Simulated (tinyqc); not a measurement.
MOS capacitor on an n-type substrate, surface potential from the exact charge relation: one step of the calculation.

Uniform n-type substrate, Boltzmann statistics, full ionisation, classical densities. psi is the surface potential against the body (positive when the bands bend down) and u = -psi/Vt. Traps are spread evenly over the gap and neutral at flat band, so their charge is -q Dit psi; the minority quasi-Fermi level is shifted by Vb.

Problem. Charges, field and capacitances at the solution. ni = sqrt(Nc Nv) exp(-Eg/(2 Vt)), Eg in volts; phiF = Vt ln(N/ni); Cox = eps0 eox/tox; Vfb = phiM - chi - Vt ln(Nc/N) - q Nf/Cox; Q0 = sqrt(2 eps0 eps_r q N Vt); r = (ni/N)^2 exp(-Vb/Vt); VT = Vfb - [(2 phiF + Vb)(1 + q Dit/Cox) + sqrt(2 eps0 eps_r q N (2 phiF + Vb))/Cox].

u = -psi/Vt; F^2 = exp(-u) + u - 1 + r (exp(u) - u - 1); Qs = +sign(u) Q0 F; Cs = -dQs/dpsi = (Q0/Vt) |1 - exp(-u) + r (exp(u) - 1)|/(2 F). Low frequency: 1/C_LF = 1/Cox + 1/(Cs + q Dit). High frequency, in the simple estimate in which traps and minority carriers do not follow: 1/C_HF = 1/Cox + 1/Cd, Cd being Cs with r = 0 at the same psi. Minority sheet density N_inv = (Q0/(2 q)) int_0^u r (exp(t) - 1)/F(t) dt for u > 0. Oxide field |Qs - q Dit psi + q Nf|/(eps0 eox).

Inputs (values chosen for the exercise); band and dielectric values close to those of silicon: temperature T = 350 K; band gap Eg = 1.11 eV; relative permittivity eps_r = 11.5; conduction-band density of states at T Nc = 3.5e19 cm^-3; valence-band density of states at T Nv = 3.31e19 cm^-3; donor density of the substrate N = 1.2e18 cm^-3; relative permittivity of the gate insulator (close to silicon dioxide) eox = 3.9; insulator thickness tox = 4 nm; fixed charge at the interface, in units of q Nf = 0 cm^-2; density of interface traps Dit = 1.3e10 cm^-2 eV^-1; reverse bias of the inversion layer against the body Vb = 0 V.

Constants: q = 1.602176634e-19 C, kB = 1.380649e-23 J/K, Vt = kB T/q, eps0 = 8.8541878128e-14 F/cm where lengths are in cm. Results are converted to the units shown.

converged psi = -1.0456903 V

Find: Qs; N_inv; oxide field; Cs; C_LF/Cox; C_HF/Cox.

Solution.

Qs = 1234.5 nC/cm^2
N_inv = 3.8179e12 cm^-2
oxide field = 3.5814 MV/cm
Cs = 15.285 uF/cm^2
C_LF/Cox = 0.94655
C_HF/Cox = 0.26451

The surface is in strong inversion (borders at |psi| = 0, phiF + Vb and 2 phiF + Vb = 0.908 V). Minority carriers make up 49.5 % of Qs.

Computed by the program tinyqc: `OMP_NUM_THREADS=1 python tinyqc.py 2060155 2060156 out.jsonl`, one thread of a shared Intel Xeon 2.30GHz, about 0.01 s for the whole run.
